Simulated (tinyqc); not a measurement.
## Exponent and activation energy from three stresses

Question. Oxide breakdown follows t63 = a V^(-n) exp(Ea q/(kB T)). Find n, Ea and the E-model slope gamma = n/E (cm/MV) at the higher voltage, E = V/tox.

Parameters, values chosen for the exercise:
- tox = 4.5 nm (oxide thickness)

Constants: q = 1.602176634e-19 C, kB = 1.380649e-23 J/K. Results are converted to the units shown.

t63 at (3.72 V, 423 K), (5.27 V, 423 K) and (5.27 V, 448 K) (s): [2.4496155e6, 0.88124152, 0.20581348]

Solution. The two voltages give n and the two temperatures Ea.

n = 42.6
Ea = 0.950 eV
gamma = 3.64 cm/MV

Numbers from tinyqc (`OMP_NUM_THREADS=1 python tinyqc.py 2070054 2070055 out.jsonl`; about 0.01 s on one thread of a shared Intel Xeon 2.30GHz).
